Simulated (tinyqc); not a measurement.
Tunnelling through a two-layer gate stack, WKB transmission and Tsu-Esaki current: one step of the calculation.

Electrons leave the emitter at x = 0. Energies E (motion across the layers) are in eV from the emitter Fermi level; the collector Fermi level lies at -V and offers states at every E. No charge in the dielectric and no image force: F1 = V/(t1 + t2 eps1/eps2), F2 = F1 eps1/eps2; U = phi1 - F1 x in layer 1 and phi2 - F1 t1 - F2 (x - t1) in layer 2. With C = hbar^2/(2 m0), kappa = sqrt(m (U - E)/C) where U > E and 0 elsewhere; T(E) = exp(-S), S = 2 times the integral of kappa over x.

Question. WKB exponent by the midpoint rule. Cut each layer into nc equal cells, take U and kappa at the cell centres, and sum S = 2 sum kappa h.

Parameters, values chosen for the exercise; layer 1 close to silicon dioxide, layer 2 close to aluminium oxide: barrier of layer 1 above the emitter Fermi level at zero bias phi1 = 3.19 eV; tunnelling mass of layer 1 m1 = 0.5 m0; thickness of layer 1 t1 = 0.4 nm; relative permittivity of layer 1 eps1 = 3.72; barrier of layer 2 at zero bias phi2 = 2.64 eV; tunnelling mass of layer 2 m2 = 0.39 m0; thickness of layer 2 t2 = 2.6 nm; relative permittivity of layer 2 eps2 = 9.28; voltage across the dielectric V = 1.3 V; energy of the electron followed E = -0.21 eV; cells in each layer nc = 3.

Constants: q = 1.602176634e-19 C, hbar = 1.054571817e-34 J s, m0 = 9.1093837015e-31 kg, hbar^2/(2 m0) = 0.0380998212 eV nm^2. Results are converted to the units shown.

Find: x; U; kappa; S; T(E).

Answer.

```
cell	x (nm)	U (eV)	kappa (1/nm)
0	0.0667	3.1299	6.6205
1	0.2000	3.0097	6.5003
2	0.3333	2.8895	6.3778
3	0.8333	2.1229	4.8867
4	1.7000	1.8097	4.5469
5	2.5667	1.4966	4.1796
```

S = 28.796
T(E) = 3.1197e-13

Numbers from tinyqc (`OMP_NUM_THREADS=1 python tinyqc.py 2540054 2540055 out.jsonl`; about 0.03 s on one thread of a shared Intel Xeon 2.30GHz).
